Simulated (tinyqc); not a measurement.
Two-band massive Dirac model of the K valleys: sweeps and comparisons. A value that a table varies takes the place of the one given here.

Basis (conduction, valence): H = [[D/2, a t (tau kx - i ky)], [a t (tau kx + i ky), -D/2 + lam tau sz]], valley tau = +/-1, spin sz = +/-1. The gap of a spin and valley is G = D - lam tau sz. Berry curvature Omega = curl of i<u|grad u>; for the conduction band Omega_c = -tau 2 a^2 t^2 G/(G^2 + 4 a^2 t^2 k^2)^(3/2), and Omega_v = -Omega_c.

Constants: hbar^2/2m0 = 3.80998211 eV angstrom^2.

Inputs chosen for the exercise (near those used for monolayer MoSe2; the results hold for these values, not for the real material):
```
symbol  value  unit      meaning
a       3.308  angstrom  lattice constant
D       1.4    eV        gap parameter
t       0.93   eV        effective hopping
lam     0.077  eV        half the valence spin splitting
```

## Away from the valley

Flavour tau = +1, sz = +1. Parabolic transition energy G + 2 a^2 t^2 k^2/G; degree of circular polarisation eta = 2 cos(theta)/(1 + cos^2(theta)). The last column is the Berry flux of the conduction band inside |k|, over 2 pi: -(1 - cos(theta))/2, cos(theta) = G/(transition energy).

Along |k|:
```
|k| (1/angstrom)  transition (eV)  parabolic (eV)  Omega_c (angstrom^2)     eta  flux/2 pi
0.000                      1.3230          1.3230               -10.815  1.0000     0.0000
0.025                      1.3319          1.3319               -10.599  1.0000    -0.0033
0.050                      1.3583          1.3588                -9.993  0.9997    -0.0130
0.075                      1.4012          1.4035                -9.104  0.9984    -0.0279
0.100                      1.4591          1.4661                -8.062  0.9952    -0.0466
0.150                      1.6131          1.6449                -5.966  0.9807    -0.0899
0.200                      1.8068          1.8953                -4.246  0.9533    -0.1339
0.300                      2.2710          2.6107                -2.138  0.8699    -0.2087
```

How do the results move?

The curvature halves at |k| = 0.165 1/angstrom, where 2 a t k = 0.766 G. At 0.3 the parabola is 340 meV too high, eta has fallen only to 0.870, and the flux has reached -0.209 of the -1/2 that a whole cone holds. The real bands leave this model beyond about 0.1 to 0.2 1/angstrom, where trigonal warping and other bands enter.

## Hole doping of the spin-split valence bands

The Fermi level lies E below the top of the valence band. kF for the upper and lower band of valley +1 from the two-band energy; each flavour holds kF^2/(4 pi) holes per area and both valleys count. Spin polarisation within one valley; Berry flux removed from valley +1, the sum of (1 - cos(theta_F))/2 with cos(theta_F) = G/sqrt(G^2 + 4 a^2 t^2 kF^2), in units of 2 pi.

Holes:
```
E (meV)  kF upper (1/angstrom)  kF lower  p (1e12/cm^2)  spin polarisation in a valley  flux/2 pi
19.2                    0.0522    0.0000           4.34                          1.000     0.0141
38.5                    0.0744    0.0000           8.81                          1.000     0.0275
77.0                    0.1067    0.0000          18.13                          1.000     0.0521
115.5                   0.1325    0.0000          27.94                          1.000     0.0743
146.3                   0.1507    0.0000          36.15                          1.000     0.0906
169.4                   0.1634    0.0493          46.38                          0.833     0.1122
231.0                   0.1948    0.1124          80.49                          0.500     0.1766
308.0                   0.2304    0.1629         126.71                          0.333     0.2451
```

What does this show?

Up to E = 2 lam = 154 meV, a density of 38.2e12/cm^2, only the upper band of this model is emptied and each valley is fully spin-polarised, oppositely in the two. Beyond it the polarisation falls, to 0.33 in the last row. The flux, times e^2/h, is in size the change of the Hall conductivity of one valley; the other valley cancels it in the charge current. Rows with kF above about 0.2 1/angstrom lie beyond the range of the model, and in real layers the valley at Gamma, close below in MoS2 and WS2, can take holes as well.

## What each parameter does

Flavour tau = sz = +1 at k = 0: gap G, mass c G/(a t)^2 with c = hbar^2/2m0, Omega_c, and the B - A splitting 2 lam. Each row changes one parameter from the base and keeps the others.

Results:
```
case                 G (eV)  mass (m0)  Omega_c (angstrom^2)  B - A (eV)
base                 1.3230     0.5326               -10.815      0.1540
a = 3.3742 angstrom  1.3230     0.5119               -11.252      0.1540
D = 1.26 eV          1.1830     0.4762               -13.526      0.1540
t = 0.837 eV         1.3230     0.6575                -8.760      0.1540
lam = 0.1155 eV      1.2845     0.5171               -11.473      0.2310
```

How do the results move?

The largest shifts from the base row, up to three for each result and ties (the steps differ in size, so this ranks the rows, not the parameters). G (eV): D -0.1400, lam -0.0385; unchanged at the printed digits by a and t. mass (m0): t +0.1249, D -0.0564, a -0.0207. Omega_c (angstrom^2): D -2.711, t +2.055, lam -0.658. B - A (eV): lam +0.0770; unchanged at the printed digits by a, D and t. The mass goes as G/(a t)^2 and the curvature as (a t)^2/G^2, so their product is -2c/G.

(tinyqc, `OMP_NUM_THREADS=1 python tinyqc.py 1480682 1480683 out.jsonl`, Intel(R) Xeon(R) Processor @ 2.30GHz, 1 thread, shared host, about 0.01 s.)
